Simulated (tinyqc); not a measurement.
UKS/B3LYP (VWN-RPA form) in the 3-21g basis, for H2-, spin multiplicity 2, step by step. The basis has no diffuse functions, so it cannot describe the extra electron: this is an exercise in the method, not the real anion. Computed by tinyqc, a small Python program that keeps every step (integrals from PySCF). Settings: charge = -1, multiplicity = 2, basis = 3-21g, energy threshold = 1e-10, iteration cap = 67, orthogonalisation = symmetric, start = core, DIIS depth = 4, method = UKS, functional = b3lyp, grid = [20, 50]. Command: `OMP_NUM_THREADS=1 python tinyqc.py 21085 21086 out.jsonl` (the two numbers bound the seeds that draw the settings). One thread of a shared host (Intel(R) Xeon(R) Processor @ 2.60GHz), about 1 s of CPU time with the checks.

Geometry (angstrom):
```
atom       x       y       z
H     0.0000  0.0000  0.0000
H     0.0000  0.0000  0.8860
```

Stop when the energy changes by less than 1e-10 hartree and every element of the error matrix X^T (F D S - S D F) X (for each spin) is below 3e-06.

Course of the cycle:
```
iteration  E (hartree)     change  largest element of the error matrix
1            -0.831213          -                             2.43e-01
2            -0.955733  -1.25e-01                             4.26e-02
3            -0.961626  -5.89e-03                             1.84e-03
4            -0.961642  -1.58e-05                             3.48e-04
5            -0.961642  -2.44e-07                             3.21e-05
6            -0.961642  -2.43e-09                             1.55e-07
7            -0.961642  -7.74e-14                             8.57e-12
```

Can the last value be used, and what does the course show?

Yes. Converged in 7 iterations. The coarse grid moves the energy by -1.51e-05 hartree. PySCF UKS in the same basis, fine grid, after a stability check = -0.961627 hartree, which differs from a converged run on this coarse grid by the grid error.
